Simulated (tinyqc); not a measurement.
From results back to parameters: defect-molecule model of a vacancy with Jahn-Teller distortion. Three cases, with inputs chosen for the exercise.

Problem. With et the undistorted t2 level, Uc the repulsion of two electrons, I the Jahn-Teller coupling and k the force constant, the levels above Ev are E(2+/+) = et - E_JT, E(+/0) = et - 3 E_JT + Uc, the Stokes shift of the first transition is 2 E_JT, E_JT = 2 I^2/k and the distortion of the + state is 2 I/k. The values below come from hidden parameters.

Case 1.

levels (eV): (2+/+) 0.15016, (+/0) 0.22047

Stokes shift = 0.199684 eV
distortion of + = 0.106215 angstrom

Case 2.

levels (eV): (2+/+) 0.11933, (+/0) 0.15800

Stokes shift = 0.261333 eV
distortion of + = 0.133333 angstrom

Case 3.

levels (eV): (2+/+) 0.17215, (+/0) 0.21645

Stokes shift = 0.195699 eV
distortion of + = 0.106358 angstrom

Find: et, Uc; I; k.

Solution. E_JT is half the Stokes shift; et = E(2+/+) + E_JT; Uc = E(+/0) - E(2+/+) + 2 E_JT; with Q the distortion, I = E_JT/Q and k = 2 E_JT/Q^2.

Case 1.

et, Uc (eV): 0.250  0.270

I = 0.94 eV/angstrom
k = 17.7 eV/angstrom^2

Case 2.

et, Uc (eV): 0.250  0.300

I = 0.98 eV/angstrom
k = 14.7 eV/angstrom^2

Case 3.

et, Uc (eV): 0.270  0.240

I = 0.92 eV/angstrom
k = 17.3 eV/angstrom^2

Computed by tinyqc, one run a case: `OMP_NUM_THREADS=1 python tinyqc.py N N+1 out.jsonl` with N = 1482636, 1482668, 1482706; one thread of a shared Intel(R) Xeon(R) Processor @ 2.30GHz, about 0.01 s a run at most.
